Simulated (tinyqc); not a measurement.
Width of the inclusion: polytypes by hexagonality, and a cubic inclusion as a quantum well.

Gap: E3 + (E2 - E3) h. Valence top Ev2 h and polarisation P2 h, both counted from 3C; Ec = Ev + gap.

A cubic inclusion of width L = N d in the host (h = 1) is a well of depth V = Ec(host) - Ec(3C). Square well with mass mismatch: k tan(k L/2) = (m_w/m_b) q, k = sqrt(m_w E/c), q = sqrt(m_b (V - E)/c), c = hbar^2/2m0, lowest root. The depth of the level, V - E, is its binding, and the transition to the valence top of the host is gap(host) - (V - E). The step in polarisation gives a field |F| = |P|/(eps eps0) in a thin inclusion, eps0 = 8.8541878e-12 F/m.

Constants: hbar^2/2m0 = 3.80998211 eV angstrom^2.

Inputs chosen for the exercise (of the order of those of InAs; not measured data):
- E3 = 0.412 eV (gap of the cubic polytype)
- E2 = 0.462 eV (gap of 2H)
- Ev2 = 0.043 eV (valence top of 2H above that of 3C)
- P2 = 0.0016 C/m^2 (spontaneous polarisation of 2H)
- m = (0.026, 0.024) m0 (electron mass along c in the cubic layer and in the host)
- d = 3.493 angstrom (thickness of a double layer)
- eps = 14.6 (dielectric constant)

Without the field: square well. With it, the potential inside is |F| (z - L/2), the host conduction edge lies at V - |F| L/2 on one side and V + |F| L/2 on the other, and the lowest level E_F is found by finite differences (step 0.25 angstrom, wide box, good to about 1 meV). Holes sit in the host on the high side, so the transition is gap(host) - V + E_F - |F| L/2. A dash: bound by less than 2 meV or not at all.

Results:
```
N   L (angstrom)  depth (eV)  transition (eV)  depth below the low side, with field (eV)  transition with field (eV)
2           6.99       0.001            0.461                                          -                           -
4          13.97       0.003            0.459                                          -                           -
6          20.96       0.006            0.456                                          -                           -
10         34.93       0.014            0.448                                          -                           -
15         52.40       0.025            0.437                                      0.003                       0.394
20         69.86       0.036            0.426                                      0.006                       0.369
30        104.79       0.053            0.409                                      0.009                       0.323
```

What does the comparison show, and why?

The square well binds a level even at N = 2 (1 meV), as any symmetric one-dimensional well does; the depth grows to 53 of 93 meV, and the transition tends to E3 - Ev(host) = 0.369 eV. With the field the level is bound by 2 meV or more for N = 15, 20 and 30, and the transition is lowered by 43 meV at N = 15 and 86 meV at N = 30, where |F| L/2 = 65 meV. Free carriers or surface charge screen the field and the step between the two sides; with the field removed every row returns to its square-well depth, and the attraction to the hole, left out here, binds the electron further.

Program tinyqc; command `OMP_NUM_THREADS=1 python tinyqc.py 1880967 1880968 out.jsonl`; about 0.2 s on one thread of a shared Intel(R) Xeon(R) Processor @ 2.30GHz.
